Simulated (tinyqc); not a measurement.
Inputs raised by 2 %, one at a time: solubility, supersaturation, precipitation and gettering of an impurity in a silicon-like host. Computed by tinyqc, a small Python program. Command: `OMP_NUM_THREADS=1 python tinyqc.py 3013802 3013803 out.jsonl ripen sens`. One thread of a shared host (Intel(R) Xeon(R) Processor @ 2.30GHz), about 0.01 s of CPU time with the checks.

The wafer was saturated at T1 and is then held at T.

Inputs (values chosen for the exercise, modelled on chromium in silicon): site density N0 = 5e+22 1/cm^3; enthalpy of solution H = 2.79 eV; entropy of solution S = 5 k_B; diffusion prefactor D0 = 0.00077 cm^2/s; migration energy Q = 0.831 eV; temperature of saturation T1 = 1325 K; anneal temperature T = 1016 K; sink density n = 1.5e+07 1/cm^3; initial sink radius r0 = 2.1 nm; impurity density in the precipitate C_p = 2.9e+22 1/cm^3; interface energy gamma = 0.45 J/m^2; anneal time t = 13000 s.

Constants: k_B = 8.617333262e-05 eV/K; k_B = 1.380649e-23 J/K.

Method:
- C_eq(T) = N0 exp(S/k_B - H/(k_B T)); D(T) = D0 exp(-Q/(k_B T)); C0 = C_eq(T1). Supersaturation s = C0/C_eq(T); critical radius r* = 2 gamma/(C_p k_B T ln s); barrier W* = (4 pi/3) gamma r*^2. Strain energy is left out.
- tau0 = 1/(4 pi n r0 D); C_fixed(t) = C_eq + (C0 - C_eq) exp(-t/tau0). If all excess precipitates, the final radius is r_f = [r0^3 + 3 (C0 - C_eq)/(4 pi n C_p)]^(1/3), with tau_f = 1/(4 pi n r_f D).
- Growing sinks: with y = r/r_f and y0 = r0/r_f, dy/dt = (1 - y^3)/(3 tau_f y), which integrates to t/tau_f = F(y) - F(y0), F(y) = (1/2) ln[(1 + y + y^2)/(1 - y)^2] - sqrt(3) arctan[(2y + 1)/sqrt(3)]; the share of the excess left is (1 - y^3)/(1 - y0^3), and C(t) = C_eq + (C0 - C_eq) x share.

Runs:
```
input moved                                           from         to  supersaturation s  final radius r_f (nm)  C(t) with growing sinks (1/cm^3)  critical radius r* (nm)
base run                                                 -          -               1688                  46.33                         1.363e+14                   0.2977
diffusion prefactor D0 (cm^2/s)                    0.00077  0.0007854               1688                  46.33                         1.352e+14                   0.2977
migration energy Q (eV)                              0.831    0.84762               1688                  46.33                         1.460e+14                   0.2977
temperature of saturation T1 (K)                      1325     1351.5               2726                  54.36                         2.044e+14                   0.2797
anneal temperature T (K)                              1016    1036.32                904                  46.32                         1.248e+14                   0.3187
sink density n (1/cm^3)                           15000000   15300000               1688                  46.03                         1.355e+14                   0.2977
impurity density in the precipitate C_p (1/cm^3)   2.9e+22  2.958e+22               1688                  46.03                         1.367e+14                   0.2919
anneal time t (s)                                    13000      13260               1688                  46.33                         1.352e+14                   0.2977
```

Exponents ln(y'/y) / ln(x'/x):
```
input                                    supersaturation s  final radius r_f  C(t) with growing sinks  critical radius r*
diffusion prefactor D0                               0.000             0.000                   -0.420               0.000
migration energy Q                                   0.000             0.000                    3.482               0.000
temperature of saturation T1                        24.195             8.068                   20.465              -3.155
anneal temperature T                               -31.553            -0.009                   -4.439               3.435
sink density n                                       0.000            -0.333                   -0.280               0.000
impurity density in the precipitate C_p              0.000            -0.333                    0.136              -1.000
anneal time t                                        0.000             0.000                   -0.420               0.000
```

To which inputs is each result most sensitive?

Among the inputs moved here: supersaturation s answers most in size to anneal temperature T (exponent -31.553), next to temperature of saturation T1 (+24.195); its exponent is below 0.0005 for diffusion prefactor D0, migration energy Q, sink density n, impurity density in the precipitate C_p, anneal time t. Final radius r_f answers most in size to temperature of saturation T1 (exponent +8.068), next to sink density n (-0.333); its exponent is below 0.0005 for diffusion prefactor D0, migration energy Q, anneal time t. Its exponent -0.333 in sink density n: a fixed amount shared among n sinks. C(t) with growing sinks answers most in size to temperature of saturation T1 (exponent +20.465), next to anneal temperature T (-4.439). Critical radius r* answers most in size to anneal temperature T (exponent +3.435), next to temperature of saturation T1 (-3.155); its exponent is below 0.0005 for diffusion prefactor D0, migration energy Q, sink density n, anneal time t.

Caution (all rows): the barrier to homogeneous nucleation is below 35 k_B T for these inputs, so new precipitates would form and outnumber the fixed sinks assumed here. Caution (all rows): a critical radius of atomic size is outside the capillary model.
